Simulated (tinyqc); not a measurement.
Random telegraph noise from one oxide trap in a small MOSFET: one step of the calculation.

An acceptor-like trap exchanges electrons with the channel. Inversion charge Q = Cox u, u = n Vt W0(exp((Vg - VT)/(n Vt))), W0 the Lambert function, n = nf, Cox = eps0 eox/tox; linear regime Id = (W/L) mu Q Vd. Relative to threshold the surface potential rises by Vt ln(u/u0) and the oxide voltage by the rest of Vg - VT, with u0 = n Vt W0(1).

Question. Step height. A = W L; threshold step dV = q (1 - xt/tox)/(Cox A); gm/Id = 1/(u + n Vt); relative step dI/I = (gm/Id) dV + asc mu/A. Id as defined.

Parameters, values chosen for the exercise; values of the order met in silicon transistors:
```
symbol,value,unit,meaning
T,350,K,temperature
eox,25.5,,relative permittivity of the gate insulator (close to zirconium oxide)
tox,9.6,nm,insulator thickness
xt,3.2,nm,depth of the trap from the channel interface
nf,1.39,,body factor
W,36,nm,gate width
L,150,nm,gate length
mu,110,cm^2/(V s),mobility
asc,1.7e-16,V s,scattering coefficient of the charged trap
Vd,0.1,V,drain voltage
```

Constants: q = 1.602176634e-19 C, kB = 1.380649e-23 J/K, Vt = kB T/q, eps0 = 8.8541878128e-14 F/cm where lengths are in cm. Results are converted to the units shown.

u = 0.39587174 V
N = 5.8111460e12 cm^-2

Give: electrons in the channel N A; dV; gm/Id; number part of dI/I; dI/I; Id; dI.

Answer.

electrons in the channel N A = 313.80
dV = 0.84102 mV
gm/Id = 2.2842 1/V
number part of dI/I = 0.19210 %
dI/I = 0.22673 %
Id = 2.4580 uA
dI = 5.5730 nA

Range of the model: VT is taken as given; short-channel effects and the uneven flow of current among few electrons are left out.

Program tinyqc, `OMP_NUM_THREADS=1 python tinyqc.py 2710132 2710133 out.jsonl`; Intel Xeon 2.30GHz, shared host, one thread, about 0.01 s.
